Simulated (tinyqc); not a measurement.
# Level and coupling from the resonance

Problem. One site of energy u is joined by hoppings -tc to two semi-infinite chains with hopping -t, t = 1.98 eV, and site energy 0. Each gives Sigma = tc^2 (E - i sqrt(4 t^2 - E^2))/(2 t^2) and Gamma = -2 Im Sigma; T(E) = 1 where E - u - 2 Re Sigma = 0. Find tc and u.

energy of full transmission = 1.8152013 eV
Gamma of one lead at that energy = 0.28152859 eV

Solution. Gamma = tc^2 sqrt(4 t^2 - E^2)/t^2 gives tc, and u = E (1 - tc^2/t^2).

tc = 0.5600 eV
u = 1.670 eV

Computed by the program tinyqc: `OMP_NUM_THREADS=1 python tinyqc.py 2660037 2660038 out.jsonl`, one thread of a shared Intel Xeon 2.30GHz, about 0.01 s for the whole run.
